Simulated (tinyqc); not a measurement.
Comparisons within one model: interface roughness in a thin film (subband fluctuation and scattering). A value that a table varies takes the place of the one given here.

Square well of width t, barriers V0, c = hbar^2/2m0: E1 solves k t + 2 atan[(k/mz)/(kappa/mb)] = pi, k = sqrt(mz E/c), kappa = sqrt(mb (V0 - E)/c). One interface is rough, so the subband edge fluctuates by G dt with G = |dE1/dt| (central difference of 0.01 angstrom; 2 E1/t for hard walls).

Gaussian roughness spectrum S(q) = pi D^2 Lc^2 exp(-q^2 Lc^2/4). Degenerate gas, taken to fill one subband (the second starts to fill once c kF^2/md exceeds E2 - E1, which is not tested here): kF = sqrt(2 pi Ns/gv), q = 2 kF sin(theta/2), 1/tau = (md/(2 pi c hbar)) G^2 times the integral from 0 to pi of S(q)(1 - cos theta)/eps(q)^2 dtheta, eps(q) = 1 + qs/q with screening (qs = gv md q0/(c eps), q0 = e^2/(4 pi eps0), form factors left out, which overstates the screening; other scattering is left out too, so these values lie far above measured mobilities in all but the thinnest films) or 1 without; mobility = tau c2/md with c2 = e/m0 = 1.75882e15 cm^2/(V s^2); 1e12/cm^2 = 1e-4/angstrom^2.

Constants: hbar^2/2m0 = 3.80998211 eV angstrom^2; hbar = 6.58211957e-16 eV s; e^2/(4 pi eps0) = 14.39964547 eV angstrom.

Values chosen for the exercise (near those of a thin Si channel on (100), two-fold valleys; shifted at random, so the results belong to these values and not to a real crystal):

| symbol | value | unit | meaning |
|---|---|---|---|
| mz | 0.903 | m0 | confinement mass |
| V0 | 3.05 | eV | barrier |
| mb | 0.48 | m0 | barrier mass |
| md | 0.193 | m0 | mass in the plane |
| gv | 2 |  | valleys |
| D | 2 | angstrom | rms height of the roughness |
| Lc | 44 | angstrom | correlation length |
| Ns | 3.1 | x 1e12/cm^2 | sheet density |
| eps | 7.6 |  | mean dielectric constant at the channel |
| ts | (18, 22, 27, 32, 40, 51, 67) | angstrom | thicknesses |
| t | 32 | angstrom | film thickness |
| Ll | (4, 8, 14, 22, 35, 55, 90) | angstrom | correlation lengths |

## The sixth-power law

Screened mobility against thickness for the finite barrier and for hard walls.

Results:

| t (angstrom) | E1 (meV) | G (meV/angstrom) | mobility (cm^2/(V s)) | the same, hard walls |
|---|---|---|---|---|
| 18 | 106.9 | 10.814 | 7.62e+03 | 4.37e+03 |
| 22 | 74.0 | 6.226 | 2.30e+04 | 1.46e+04 |
| 27 | 50.5 | 3.512 | 7.23e+04 | 4.98e+04 |
| 32 | 36.6 | 2.171 | 1.89e+05 | 1.38e+05 |
| 40 | 23.9 | 1.147 | 6.78e+05 | 5.26e+05 |
| 51 | 15.0 | 0.568 | 2.76e+06 | 2.26e+06 |
| 67 | 8.8 | 0.257 | 1.35e+07 | 1.16e+07 |

How do the results move?

With hard walls G goes as 1/t^3 and the mobility as t^6. With the finite barrier the local exponent is 5.50 at the thin end and 5.83 at the thick end, since the envelope leaks out and softens the dependence. The least value is 7.62e+03 cm^2/(V s). The gate field, which also presses carriers to the interface, is left out. Below about 20 angstrom the effective-mass picture is itself doubtful. Up to t = 22 angstrom G D exceeds half of EF - E1, where the Born rate fails.

## Correlation length

Fixed D; bare and screened mobility.

Results:

| Lc (angstrom) | kF Lc | bare mobility (cm^2/(V s)) | screened mobility (cm^2/(V s)) |
|---|---|---|---|
| 4 | 0.12 | 2.53e+05 | 5.33e+06 |
| 8 | 0.25 | 6.55e+04 | 1.39e+06 |
| 14 | 0.44 | 2.35e+04 | 5.02e+05 |
| 22 | 0.69 | 1.17e+04 | 2.55e+05 |
| 35 | 1.09 | 7.61e+03 | 1.78e+05 |
| 55 | 1.72 | 8.67e+03 | 2.53e+05 |
| 90 | 2.81 | 1.71e+04 | 1.06e+06 |

What does this show?

The bare mobility is lowest at Lc = 35 angstrom of those listed (kF Lc = 1.09). The screened mobility is lowest at Lc = 35 angstrom of those listed (kF Lc = 1.09). Short roughness averages out (mobility as 1/Lc^2; the first two rows give exponent -1.95), and long roughness deflects only by small angles (bare mobility rising as Lc; the last two rows give 1.38).

## What each parameter does

G, G D, and the screened mobility. Each row changes one parameter from the base and keeps the others.

Results:

| case | G (meV/angstrom) | G D (meV) | mobility (cm^2/(V s)) |
|---|---|---|---|
| base | 2.171 | 4.34 | 1.891e+05 |
| t = 28 angstrom | 3.170 | 6.34 | 8.872e+04 |
| D = 2.6 angstrom | 2.171 | 5.64 | 1.119e+05 |
| Lc = 52 angstrom | 2.171 | 4.34 | 2.298e+05 |
| Ns = 4.96 x 1e12/cm^2 | 2.171 | 4.34 | 2.878e+05 |
| mz = 1.038 m0 | 1.927 | 3.85 | 2.401e+05 |
| md = 0.222 m0 | 2.171 | 4.34 | 1.787e+05 |
| V0 = 2.13 eV | 2.106 | 4.21 | 2.010e+05 |
| eps = 9.1 | 2.171 | 4.34 | 1.432e+05 |

How do the results move?

The largest shifts from the base row, up to three for each result and ties (the steps differ in size, so this ranks the rows, not the parameters). G (meV/angstrom): t +0.999, mz -0.244, V0 -0.065; unchanged at the printed digits by D, Lc, Ns, md and eps. G D (meV): t +2.00, D +1.30, mz -0.49; unchanged at the printed digits by Lc, Ns, md and eps. mobility (cm^2/(V s)): t -1.00e+05, Ns +9.87e+04, D -7.72e+04. In the base case G D is 0.23 times EF - E1 = 19.2 meV.

(tinyqc, `OMP_NUM_THREADS=1 python tinyqc.py 1251727 1251728 out.jsonl`, Intel(R) Xeon(R) Processor @ 2.30GHz, 1 thread, shared host, about 0.01 s.)
